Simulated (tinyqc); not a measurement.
Line shape against size: Raman line shape of confined optical phonons and breathing modes of small crystals. Computed by tinyqc, a small Python program. Command: `OMP_NUM_THREADS=1 python tinyqc.py 3030421 3030422 out.jsonl confine walk`. One thread of a shared host (Intel(R) Xeon(R) Processor @ 2.30GHz), about 0.04 s of CPU time with the checks.

Confinement in 1 direction(s) lets phonons with q away from zero scatter light. q is in units of 2 pi/a, from 0 to 1, and the branch is isotropic: omega(q)^2 = (omega_0^2 + omega_X^2)/2 + ((omega_0^2 - omega_X^2)/2) cos(pi q). The model and its constant beta are phenomenological; beta = 8 is the common choice.

Inputs (values chosen for the exercise, modelled on silicon): bulk frequency omega_0 = 520.3 1/cm; frequency at the zone boundary omega_X = 428 1/cm; natural width Gamma_0 = 3.2 1/cm; lattice constant a = 5.431 angstrom; size L = 5.3 nm; confinement constant beta = 4.

Shape: film.

Method:
- Weight W(q) = q^0 exp(-(2 L q/a)^2/(2 beta)) dq, that is exp(-k^2 L^2/(2 beta pi^2)) for k = 2 pi q/a.
- Width q_c = a sqrt(2 beta)/(2 L), where the exponential falls to 1/e; curvature of the branch: omega(q) = omega_0 - c q^2, c = pi^2 (omega_0^2 - omega_X^2)/(8 omega_0); for small q_c the mean of q^2 is (number of confined directions) q_c^2/2, and the mean shift is -c times that.
- I(omega) = int W(q) / [(omega - omega(q))^2 + (Gamma_0/2)^2] dq / int W dq x (Gamma_0/2)^2, by 400 Gauss-Legendre points on 0 < q < min(1, 2.5 a sqrt(2 beta)/L).
- The peak is the maximum of I; the width is taken between the half-maximum points, and the asymmetry is the low-side half-width over the high-side one.

mean shift, quadratic estimate = -2.17927 1/cm

Line shape:
```
L (nm)  peak shift (1/cm)  full width (1/cm)  asymmetry  mean shift, quadratic estimate (1/cm)
3                -0.79745             6.7595     2.3845                                -6.8017
3.6              -0.75313              6.124     2.1213                                -4.7234
4.4              -0.69364             5.4832     1.8599                                -3.1620
5.5              -0.61522              4.864      1.612                                -2.0237
7                -0.51951             4.3184     1.3982                                -1.2493
10               -0.37075             3.7456     1.1803                               -0.61216
15               -0.21954             3.3887     1.0524                               -0.27207
25               -0.09326             3.2332     1.0055                              -0.097945
```

What does the comparison show, and why?

The peak shift falls with exponent -0.31 at the small end and -1.68 at the large end. For still larger L it tends to the mean shift, which goes as 1/L^2; the ratio is 0.12 in the first row and 0.95 in the last. The width exceeds Gamma_0 by over 10 % for L up to 10 nm. In a film the weight is largest at q = 0, so the peak hardly moves and a tail grows instead.

Extremes, crossings and ranges named in words are read from the listed rows.
